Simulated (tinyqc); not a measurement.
# Changing the doping N of the lightly doped side

Model: avalanche multiplication and breakdown of a junction from ionisation integrals. Computed by tinyqc, a small Python program. Command: `OMP_NUM_THREADS=1 python tinyqc.py 3010583 3010584 out.jsonl impact sweep`. One thread of a shared host (Intel(R) Xeon(R) Processor @ 2.30GHz), about 0.04 s of CPU time with the checks.

Ionisation coefficients follow the local field. Position x runs through the depletion layer from the p side (x = 0), where electrons enter, to the n side (x = w), where holes enter. The built-in voltage is neglected.

Inputs (values chosen for the exercise, modelled on diamond):
```
quantity                    value        unit
electron prefactor a_n   1.89e+08        1/cm
electron field b_n       7.49e+07        V/cm
hole prefactor a_p       5.42e+06        1/cm
hole field b_p           1.36e+07        V/cm
exponent c                      1           -
permittivity eps              5.7           -
drift-layer mobility mu      2000  cm^2/(V s)
```

Junction: one-sided abrupt p+n.

Constants: e = 1.602176634e-19 C; eps_0 = 8.8541878128e-12 F/m.

Method:
- alpha_n = a_n exp(-(b_n/F)^c), alpha_p = a_p exp(-(b_p/F)^c).
- Field F = F_m (1 - s), w = eps eps_0 F_m/(e N), V = F_m w/2, with s = x/w (the peak lies at the p+ side).
- With Phi(x) = int_0^x (alpha_n - alpha_p) dx': 1 - 1/M_n = I_n = int_0^w alpha_n exp(-Phi) dx and M_p = M_n exp(-Phi(w)); trapezoid rule on 401 even points; breakdown at I_n = 1.
- Solve I_n(F_m) = 1.
- R_on = w/(e mu N) with w the width at breakdown; figure of merit V_B^2/R_on; for a triangular field it equals eps eps_0 mu F_m^3/4.

One run for each value; columns: (1) doping N of the lightly doped side (1/cm^3); (2) breakdown voltage (V); (3) critical field F_m (MV/cm); (4) width at breakdown (micrometre); (5) specific on-resistance (milliohm cm^2); (6) ratio k = alpha_p/alpha_n:
```
(1)         (2)     (3)     (4)         (5)         (6)
1.00e+14  60938  1.9670  619.61  1.9336e+03  9.8188e+11
2.10e+14  33984  2.1287  319.30  4.7450e+02  9.2069e+10
4.50e+14  18836  2.3198  162.39  1.1262e+02  8.5799e+09
9.60e+14  10589  2.5405   83.36  2.7098e+01  8.6465e+08
2.00e+15   6129  2.7897   43.94  6.8559e+00  1.0016e+08
9.30e+15   2030  3.4620   11.73  3.9349e-01  1.4038e+06
2.00e+16   1197  3.8989    6.14  9.5820e-02  1.9306e+05
4.20e+16    729  4.4090    3.31  2.4571e-02  3.1311e+04
```

Give the missing row, doping N of the lightly doped side (1/cm^3) = 4.40e+15.

Computed row; columns: (1) doping N of the lightly doped side (1/cm^3); (2) breakdown voltage (V); (3) critical field F_m (MV/cm); (4) width at breakdown (micrometre); (5) specific on-resistance (milliohm cm^2); (6) ratio k = alpha_p/alpha_n:
```
(1)        (2)     (3)    (4)         (5)         (6)
4.40e+15  3452  3.1054  22.23  1.5768e+00  1.0729e+07
```

Interpolating between the two neighbouring rows (the first column on a logarithmic scale, the others too where they are positive) misses most in ratio k = alpha_p/alpha_n, by 4.5 %. Over the rows, breakdown voltage (V) falls from 60900 to 729 (exponent d ln y / d ln x -0.79 between the first rows and -0.67 between the last); critical field F_m (MV/cm) rises from 1.97 to 4.41 (exponent d ln y / d ln x 0.11 between the first rows and 0.17 between the last); width at breakdown (micrometre) falls from 620 to 3.31 (exponent d ln y / d ln x -0.89 between the first rows and -0.83 between the last). At the low end the exponent of breakdown voltage is -0.79, close to -0.75: the N^(-3/4) rule of abrupt junctions. The exponent of critical field F_m stays between 0.11 and 0.17, near 0.12: the N^(1/8) rule. Across the table R_on scales as V_B^2.55; a constant critical field would give 2, and the slow fall of F_m in wider layers adds the rest.

Extremes, crossings and ranges named in words are read from the listed rows.
